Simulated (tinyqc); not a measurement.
Inside a calculation. Model: carrier lifetime of an n-type layer with SRH, radiative, Auger and surface recombination.

Numbers from tinyqc (`OMP_NUM_THREADS=1 python tinyqc.py 2300137 2300138 out.jsonl`; about 0.01 s on one thread of a shared Intel Xeon 2.30GHz). Printed values are rounded.

Uniform excess density dn = dp (no trapping), n = n0 + dn, p = p0 + dn, Boltzmann statistics, full ionisation. Surfaces enter as a rate 2 S dn/d, which holds while diffusion to them is fast.

Inputs (values chosen for the exercise); band and dielectric values close to those of silicon:
- T = 250 K (temperature)
- Eg = 1.12 eV (band gap)
- Nc = 2.14e19 cm^-3 (conduction-band density of states at T)
- Nv = 1.99e19 cm^-3 (valence-band density of states at T)
- B = 4.63e-15 cm^3/s (radiative coefficient)
- N = 7.9e14 cm^-3 (donor density)
- Cn = 3.5e-31 cm^6/s (Auger coefficient (two electrons))
- Cp = 1.7e-31 cm^6/s (Auger coefficient (two holes))
- Nt = 6.2e11 cm^-3 (trap density)
- sn = 2e-15 cm^2 (capture cross-section for electrons)
- sp = 6e-14 cm^2 (capture cross-section for holes)
- vth = 1.3e7 cm/s (thermal velocity (both carriers))
- Et = 0.28 eV (trap level below the conduction band)
- S = 0 cm/s (surface recombination velocity (both faces))
- d = 10 um (sample thickness)
- G = 1.3e21 cm^-3 s^-1 (generation rate)

Constants: q = 1.602176634e-19 C, kB = 1.380649e-23 J/K, Vt = kB T/q. Results are converted to the units shown.

## Equilibrium densities and SRH constants

ni = sqrt(Nc Nv) exp(-Eg/(2 Vt)), Eg in volts; majority density N/2 + sqrt(N^2/4 + ni^2), n0 p0 = ni^2; n1 = Nc exp(-Et/Vt), p1 = Nv exp((Et - Eg)/Vt); tn0 = 1/(sn vth Nt), tp0 = 1/(sp vth Nt).

ni = 1.06055e8 cm^-3
n0 = 7.9e14 cm^-3
p0 = 14.2375 cm^-3
n1 = 4.85135e13 cm^-3
p1 = 231.845 cm^-3
tn0 = 6.20347e-5 s
tp0 = 2.06782e-6 s

## Starting value

dn = 1e18 cm^-3.

dn at the start = 1e18 cm^-3

## Iteration 1: new dn

With e = n p - ni^2 = dn (n0 + p0 + dn): U_SRH = e/(tp0 (n + n1) + tn0 (p + p1)), U_rad = B e, U_Aug = (Cn n + Cp p) e, U_s = 2 S dn/d. Substitution: tau = dn/U with U the sum, dn(new) = G tau.

U_SRH = 1.56119e22 cm^-3 s^-1
U_rad = 4.63366e21 cm^-3 s^-1
U_Aug = 5.20688e23 cm^-3 s^-1
U_s = 0 cm^-3 s^-1
tau = 1.84866e-6 s
dn after iteration 1 = 2.40325e15 cm^-3

## Iteration 2: new dn

As before.

U_SRH = 4.92603e19 cm^-3 s^-1
U_rad = 3.55316e16 cm^-3 s^-1
U_Aug = 1.17123e16 cm^-3 s^-1
U_s = 0 cm^-3 s^-1
tau = 4.87401e-5 s
dn after iteration 2 = 6.33621e16 cm^-3

## Course of the iteration

Stop when the step is below 1e-10 of the value, or after 40 iterations.

Course of the iteration:

| iteration | dn before the step (cm^-3) | step (cm^-3) |
|---|---|---|
| 1 | 1e18 | -9.98e17 |
| 2 | 2.40325e15 | 6.10e16 |
| 3 | 6.33621e16 | 8.00e15 |
| 4 | 7.13650e16 | -2.21e15 |
| 5 | 6.91548e16 | 6.23e14 |
| 6 | 6.97781e16 | -1.75e14 |
| 7 | 6.96033e16 | 4.91e13 |
| 8 | 6.96524e16 | -1.38e13 |
| 9 | 6.96386e16 | 3.88e12 |
| ... | ... | ... |
| 12 | 6.96417e16 | -8.59e10 |
| 13 | 6.96416e16 | 2.41e10 |
| 14 | 6.96416e16 | -6.78e9 |
| 15 | 6.96416e16 | 1.90e9 |
| 16 | 6.96416e16 | -5.35e8 |
| 17 | 6.96416e16 | 1.50e8 |
| 18 | 6.96416e16 | -4.22e7 |
| 19 | 6.96416e16 | 1.19e7 |
| 20 | 6.96416e16 | -3.33e6 |

Converged in 20 iterations. At the solution d ln U/d ln dn = 1.28, so the logarithmic slope of the map is 1 - 1.28 = -0.28; its size is below 1, so substitution contracts.

## Lifetime, shares and quasi-Fermi splitting

converged dn = 6.96416e16 cm^-3

With e = n p - ni^2 = dn (n0 + p0 + dn): U_SRH = e/(tp0 (n + n1) + tn0 (p + p1)), U_rad = B e, U_Aug = (Cn n + Cp p) e, U_s = 2 S dn/d. tau = dn/U, shares of U, splitting Vt ln(n p/ni^2), radiative efficiency U_rad/U.

tau = 5.35705e-5 s
shares (%): SRH 84.4851, radiative 1.7469, Auger 13.7679, surface 0.0000
quasi-Fermi splitting = 0.875017 V

SRH recombination takes the largest share. dn is 88 times the doping: high injection.
